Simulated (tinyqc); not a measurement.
Mesh and choice of bands: charge neutrality level from zone-averaged pseudopotential bands.

Empirical pseudopotential on the fcc lattice, atoms at +/- tau, tau = a (1,1,1)/8, no spin-orbit coupling. H(G,G') = c (2 pi/a)^2 |k + G|^2 delta + VS(q) cos(q.tau) + i VA(q) sin(q.tau), q = G - G', c = hbar^2/2m0; k and G in units of 2 pi/a; VS at |q|^2 = 3, 8, 11 and VA at 3, 4, 11, in rydberg, zero elsewhere. At each k the basis holds all G with |k + G|^2 up to 16; energies are counted from the fourth level at Gamma.

Mesh: k = sum_i (n_i + 1/2)/N b_i, n_i = 0 ... N - 1, b = (-1,1,1), (1,-1,1), (1,1,-1); points with the same sorted |kx|, |ky|, |kz| after folding to the shortest k + G are joined, with their count as weight. Neutrality (branch-point) level: E_N = (1/2) mean over k of [E5 + (E3 + E4)/2], E_n the n-th level from below.

Constants: hbar^2/2m0 = 3.80998211 eV angstrom^2; Ry = 13.60569312 eV.

Parameters, chosen for this exercise (out of a larger set: classic local form factors of the size used for Si, without spin-orbit coupling; not measured data): a = 5.438 angstrom (lattice constant); VS = (-0.212, 0.039, 0.081) Ry (symmetric form factors); VA = (0, 0, 0) Ry (antisymmetric form factors).

E_N with E5 alone, and with (E5 + E6)/2 in its place.

Results:

| N | joined points | E_N (eV) | E_N, two conduction bands (eV) |
|---|---|---|---|
| 1 | 1 | 0.2961 | 0.8286 |
| 2 | 2 | -0.2214 | 0.4669 |
| 3 | 6 | 0.0419 | 0.4181 |
| 4 | 10 | 0.0243 | 0.4304 |
| 5 | 19 | 0.0339 | 0.4146 |

What does the comparison show, and why?

For scale, the lowest gap of this set is 0.85 eV. Against N = 5 the errors are +262, -255, +8 and -10 meV for N = 1 to 4 (N = 1 is the L point alone). Taking the second conduction band in moves E_N by +0.38 eV, more than the mesh error at N = 2: the definition, not the mesh, limits the estimate. Local form factors place the indirect gaps only to a few tenths of an eV, and E_N moves with them.

(tinyqc, `OMP_NUM_THREADS=1 python tinyqc.py 1881281 1881282 out.jsonl`, Intel(R) Xeon(R) Processor @ 2.30GHz, 1 thread, shared host, about 0.08 s.)
